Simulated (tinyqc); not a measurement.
Silicon n-p-n transistor, Gummel numbers and transit times: one step of the calculation.

One-dimensional n-p-n transistor in the forward active mode at low injection. In the base p(x) = NB exp(-eta x/wb) and ni(x)^2 = ni^2 exp((g0 + g1 x/wb)/Vt); electrons leave the base at vsat; band spikes at the emitter junction and recombination inside the emitter are ignored.

Task. Base Gummel number and transit time. f(x) = p(x) ni^2/ni(x)^2; I(x) = integral from x to wb of f/Dn, plus f(wb)/vsat; base Gummel number GB = I(0); electron density per unit flux n/(J/q) = I/f; base transit time tauB = integral of I/f over the base. Trapezoid rule on 10 equal steps.

Inputs (values chosen for the exercise); band and dielectric values close to those of silicon:
```
symbol,value,unit,meaning
T,250,K,temperature
vsat,1e7,cm/s,saturation velocity
wb,430,nm,neutral base width
NB,5.1e17,cm^-3,base doping at the emitter edge
eta,1.3,,doping falls as exp(-eta x/wb)
g0,0,eV,gap reduction at the emitter edge of the base
g1,0,eV,further gap reduction across the base (linear)
Dn,12,cm^2/s,electron diffusion coefficient in the base
```

Constants: q = 1.602176634e-19 C, kB = 1.380649e-23 J/K, Vt = kB T/q. Results are converted to the units shown.

Find: x; f; I; I/f; GB; tauB.

Result.

| point | x (nm) | f (cm^-3) | I (s/cm^4) | I/f (s/cm) |
|---|---|---|---|---|
| 0 | 0.0 | 5.100e17 | 1.038e12 | 2.035e-6 |
| 1 | 43.0 | 4.478e17 | 8.664e11 | 1.935e-6 |
| 2 | 86.0 | 3.932e17 | 7.157e11 | 1.820e-6 |
| 3 | 129.0 | 3.453e17 | 5.834e11 | 1.689e-6 |
| 4 | 172.0 | 3.032e17 | 4.672e11 | 1.541e-6 |
| 5 | 215.0 | 2.662e17 | 3.652e11 | 1.371e-6 |
| 6 | 258.0 | 2.338e17 | 2.756e11 | 1.179e-6 |
| 7 | 301.0 | 2.053e17 | 1.969e11 | 9.591e-7 |
| 8 | 344.0 | 1.803e17 | 1.278e11 | 7.091e-7 |
| 9 | 387.0 | 1.583e17 | 6.716e10 | 4.243e-7 |
| 10 | 430.0 | 1.390e17 | 1.390e10 | 1.000e-7 |

GB = 1.038e12 s/cm^4
tauB = 54.59 ps

Range of the model: Heavy doping makes emitter or base degenerate; gE and g0 are to be read as apparent gap changes that include this.

Program tinyqc, `OMP_NUM_THREADS=1 python tinyqc.py 2320041 2320042 out.jsonl`; Intel Xeon 2.30GHz, shared host, one thread, about 0.01 s.
